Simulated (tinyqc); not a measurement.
Single-oscillator infrared dielectric function of a polar cubic crystal: one step, computed by the program tinyqc.

One ion pair, charges +Z* and -Z*, in a cell of volume Omega = a^3/4. Frequencies omega are given as wavenumbers (1/cm); eps_s is the static dielectric constant.

Problem. Surface and particle modes. Without damping, eps(omega) = -x eps_m gives omega^2 = omega_TO^2 (eps_s + x eps_m)/(eps_inf + x eps_m): x = 1 for a flat surface at large wave vector, x = 2 for the dipole mode of a small sphere. The reflectivity R for light from vacuum (not from the medium eps_m) vanishes where eps = 1, omega^2 = omega_TO^2 (eps_s - 1)/(eps_inf - 1).

Inputs (values chosen for the exercise, modelled on sodium chloride): omega_TO = 164 1/cm; eps_inf = 2.33; eps_m of the surrounding medium = 2.25.

Structure: rock salt. Free carriers: absent.

eps_s = 5.869135

Give: surface mode; sphere mode; zero of R.

Solution.

surface mode = 218.4 1/cm

sphere mode = 202.1 1/cm

zero of R = 313.8 1/cm
